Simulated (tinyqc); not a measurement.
From results back to parameters: two-dimensional electron gas with Rashba and Dresselhaus coupling. Four cases, with inputs chosen for the exercise.

Problem. For pure Rashba coupling above the band crossing, k_outer - k_inner = al m/c with c = hbar^2/2m0, and each branch holds k^2/(4 pi) electrons per area. Beating of Shubnikov-de Haas oscillations gives the two densities; those below come from a hidden al (1e11/cm^2 = 1e-5/angstrom^2).

Constants: hbar^2/2m0 = 3.80998211 eV angstrom^2.

Case 1.

Values chosen (out of a larger set: of the size met in GaAs; not measured data): m = 0.0697 m0 (mass).

densities (1e11/cm^2): outer 1.841597, inner 1.758403

Case 2.

Values chosen (out of a larger set: of the size met in InAs; not measured data): m = 0.0272 m0 (mass).

densities (1e11/cm^2): outer 3.106952, inner 2.293048

Case 3.

Values chosen (out of a larger set: of the size met in GaN; not measured data): m = 0.2209 m0 (mass).

densities (1e11/cm^2): outer 10.055609, inner 9.944391

Case 4.

Values chosen (out of a larger set: of the size met in InGaAs; not measured data): m = 0.0405 m0 (mass).

densities (1e11/cm^2): outer 6.276402, inner 4.723598

Find: k_outer, k_inner; al.

Solution. k = sqrt(4 pi n) for each branch, and al = c (k_outer - k_inner)/m.

Case 1.

k_outer, k_inner (1/angstrom): 0.01521  0.01486

al = 0.0190 eV angstrom

Case 2.

k_outer, k_inner (1/angstrom): 0.01976  0.01698

al = 0.390 eV angstrom

Case 3.

k_outer, k_inner (1/angstrom): 0.03555  0.03535

al = 0.00340 eV angstrom

Case 4.

k_outer, k_inner (1/angstrom): 0.02808  0.02436

al = 0.350 eV angstrom

Computed by tinyqc, one run a case: `OMP_NUM_THREADS=1 python tinyqc.py N N+1 out.jsonl` with N = 1481224, 1481239, 1481244, 1481265; one thread of a shared Intel(R) Xeon(R) Processor @ 2.30GHz, about 0.01 s a run at most.
